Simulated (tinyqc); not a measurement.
Van der Pauw, Hall and four-point-probe measurements on a doped layer: one step of the calculation.

A uniform p-type layer with sheet resistance Rs = 1/(q ns mu), point contacts, low field (mu B small).

Question. Resistances and Hall voltage. Rs = 1/(q ns mu). For a rectangle with contacts at the corners, RA = (8 Rs/pi) sum_(k>=0) ln coth((2k + 1) pi a/(2 b)) with current along a short side b and voltage along the opposite one, RB the same with a and b exchanged; Hall voltage VH = rH B I/(q ns), negative for electrons.

Values chosen for this exercise:
- ns = 2.8e13 cm^-2 (sheet density of the layer)
- mu = 130 cm^2/(V s) (drift mobility)
- rH = 1 (Hall factor)
- B = 2 T (magnetic field)
- I = 1000 uA (current)
- ar = 2.16 (side ratio a/b of a rectangular sample with corner contacts)

Constants: q = 1.602176634e-19 C. Results are converted to the units shown.

Wanted: Rs; RA; RB; VH.

Answer.

Rs = 1714.7 ohm/square
RA = 9.8652 ohm
RB = 2195.4 ohm
VH = 44.582 mV

RB/RA = 223; for a square both equal Rs ln 2/pi = 378 ohm.

Program tinyqc, `OMP_NUM_THREADS=1 python tinyqc.py 2850143 2850144 out.jsonl`; Intel Xeon 2.30GHz, shared host, one thread, about 0.01 s.
